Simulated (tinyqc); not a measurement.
Frequency dispersion of an accumulation capacitance by border traps, distributed model: two steps of the calculation.

Traps spread evenly through the insulator exchange electrons with the semiconductor by tunnelling, with tau(x) = t0 exp(2 ka x) at depth x from the interface. The admittance per area Y seen at depth x obeys dY/dx = -Y^2/(i w eps0 eox) + q Nb ln(1 + i w tau)/tau, with Y(0) = i w Cs and w = 2 pi f; the gate sees Y(tox) = G + i w C. Working variable y = Y/(i w), in uF/cm^2. Cox = eps0 eox/tox.

Inputs (values chosen for the exercise); permittivity close to that of hafnium oxide:
- eox = 19.4 (relative permittivity of the insulator)
- tox = 5.5 nm (insulator thickness)
- Cs = 3.8 uF/cm^2 (semiconductor capacitance in accumulation)
- Nb = 1.4e20 cm^-3 eV^-1 (density of border traps)
- ka = 4.7 1/nm (decay constant of the wave function in the insulator)
- t0 = 1e-9 s (time constant of a trap at the interface)
- f = 1000 Hz (frequency)
- xe = 1.8 nm (depth down to which the steps are taken)

Constants: q = 1.602176634e-19 C, eps0 = 8.8541878128e-14 F/cm where lengths are in cm. Results are converted to the units shown.

Problem 1. Scales and lumped estimate. Cox; trap-free value 1/(1/Cox + 1/Cs); response depth d = ln(1/(w t0))/(2 ka), where w tau = 1; lumped estimate: all traps within d act as C_bt = q Nb d placed at d/2, so C = 1/{1/[1/(1/Cs + d/(2 eps0 eox)) + C_bt] + (tox - d/2)/(eps0 eox)}.

Wanted: Cox; trap-free C; d; C_bt; lumped C.

Solution 1.

Cox = 3.123 uF/cm^2
trap-free C = 1.714 uF/cm^2
d = 1.274 nm
C_bt = 2.858 uF/cm^2
lumped C = 2.249 uF/cm^2

The traps within reach amount to 0.752 Cs and lie in the first 23.2 % of the insulator.

Problem 2. Midpoint steps through the active depth. In terms of y: dy/dx = -y^2/(eps0 eox) + s(x), s = q Nb ln(1 + z)/z, z = i w tau. 8 midpoint steps of h = xe/8: y_half = y + (h/2) y'(x, y), y(new) = y + h y'(x + h/2, y_half).

Wanted: x; s; y.

Solution 2.

```
point	x (nm)	s (uF/(cm^2 nm))	y (uF/cm^2)
0	0	2.243+0.000i	3.800+0.000i
1	0.2250	2.243+0.000i	4.100+0.000i
2	0.4500	2.243+0.000i	4.369+0.000i
3	0.6750	2.243-0.004i	4.608+0.000i
4	0.9000	2.242-0.033i	4.821-0.003i
5	1.125	2.199-0.268i	5.007-0.023i
6	1.350	1.226-0.902i	5.107-0.161i
7	1.575	0.201-0.375i	4.891-0.281i
8	1.800	0.025-0.079i	4.612-0.283i
```

Computed by the program tinyqc: `OMP_NUM_THREADS=1 python tinyqc.py 2202184 2202185 out.jsonl`, one thread of a shared Intel Xeon 2.30GHz, about 0.4 s for the whole run.
